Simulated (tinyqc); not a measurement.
# Trap density from one capacitance

Inverse problem. Traps spread evenly through the insulator exchange electrons with the semiconductor by tunnelling, with tau(x) = t0 exp(2 ka x) at depth x from the interface. The admittance per area Y seen at depth x obeys dY/dx = -Y^2/(i w eps0 eox) + q Nb ln(1 + i w tau)/tau, with Y(0) = i w Cs and w = 2 pi f; the gate sees Y(tox) = G + i w C. Working variable y = Y/(i w), in uF/cm^2. Cox = eps0 eox/tox. Find Nb and G/w.

Inputs (values chosen for the exercise): relative permittivity of the insulator eox = 8.31; insulator thickness tox = 3.4 nm; semiconductor capacitance in accumulation Cs = 1.8 uF/cm^2; decay constant of the wave function in the insulator ka = 5.5 1/nm; time constant of a trap at the interface t0 = 5e-11 s; frequency f = 1000 Hz.

Constants: q = 1.602176634e-19 C, eps0 = 8.8541878128e-14 F/cm where lengths are in cm. Results are converted to the units shown.

C = 1.0310756 uF/cm^2

Solution. C rises steadily with Nb, so one density matches; in practice ka and t0 must come from the frequency dependence.

Nb = 5.100e18 cm^-3 eV^-1
G/w = 0.006176 uF/cm^2

Program tinyqc, `OMP_NUM_THREADS=1 python tinyqc.py 2202185 2202186 out.jsonl`; Intel Xeon 2.30GHz, shared host, one thread, about 0.3 s.
